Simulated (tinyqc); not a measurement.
# Free and trapped electrons in a MOS channel with a dense trap tail, step by step

Numbers from tinyqc (`OMP_NUM_THREADS=1 python tinyqc.py 2222083 2222084 out.jsonl`; about 0.02 s on one thread of a shared Intel Xeon 2.30GHz). Printed values are rounded.

p-type body, charge-sheet picture, full ionisation (an idealisation for deep acceptors), Boltzmann statistics for free electrons. e = Ec - EF at the surface. Acceptor-like traps of density D(E) = D0 + De exp(-E/Ew) at depth E below Ec, from 0 to Eu, hold n_t = integral of D(E)/(1 + exp((e - E)/Vt)). psi = Eg - Vt ln(Nv/Na) - e; N_dep = sqrt(2 eps0 eps_r Na (psi - Vt)/q); n_f = sqrt(N_dep^2 + 2 eps0 eps_r Vt Nc exp(-e/Vt)/q) - N_dep; Vg = Vfb + psi + q (N_dep + n_t + n_f)/Cox, Cox = eps0 eox/tox.

Inputs (values chosen for the exercise); band and dielectric values close to those of 4H silicon carbide:
```
symbol,value,unit,meaning
T,400,K,temperature
Eg,3.32,eV,band gap
eps_r,9.61,,relative permittivity
Nc,2.57e19,cm^-3,conduction-band density of states at T
Nv,3.79e19,cm^-3,valence-band density of states at T
eox,3.9,,relative permittivity of the insulator
tox,44,nm,insulator thickness
Na,1.3e16,cm^-3,acceptor density
Vfb,-2.09,V,flat-band voltage without trapped charge
D0,3.1e10,cm^-2 eV^-1,constant background density of acceptor-like traps
De,2.2e13,cm^-2 eV^-1,density of the tail at the conduction edge
Ew,0.1,eV,decay energy of the tail
Eu,0.6,eV,depth below Ec down to which the traps reach
mf,100,cm^2/(V s),mobility of free electrons
e,0.122,eV,Ec - EF at the surface
```

Constants: q = 1.602176634e-19 C, kB = 1.380649e-23 J/K, Vt = kB T/q, eps0 = 8.8541878128e-14 F/cm where lengths are in cm. Results are converted to the units shown.

## Trapped charge

Trapezoid rule on 13 equal steps from 0 to Eu, f = 1/(1 + exp((e - E)/Vt)).

```
point,E (eV),D(E) f (cm^-2 eV^-1)
0,0,6.21546e11
1,0.0461538,1.38583e12
2,0.0923077,2.60552e12
3,0.138462,3.41929e12
4,0.184615,3.01358e12
5,0.230769,2.12906e12
6,0.276923,1.39504e12
7,0.323077,8.97967e11
8,0.369231,5.78674e11
9,0.415385,3.76410e11
10,0.461538,2.48751e11
11,0.507692,1.68257e11
12,0.553846,1.17516e11
13,0.6,8.55325e10
```

n_t = 7.70282e11 cm^-2

With 1600 steps n_t = 7.724e11 cm^-2; the coarse value is 0.27 % below it.

## Charges and gate voltage

psi, N_dep, n_f and Vg as defined, with the n_t given; free share n_f/(n_f + n_t); apparent mobility mf n_f/(n_f + n_t); gate voltage spent on traps q n_t/Cox.

psi = 2.92301 V
N_dep = 6.31549e11 cm^-2
n_f = 1.88219e11 cm^-2
Vg = 4.07910 V
free share = 19.6368 %
apparent mobility = 19.6368 cm^2/(V s)
gate voltage spent on traps = 1.57253 V
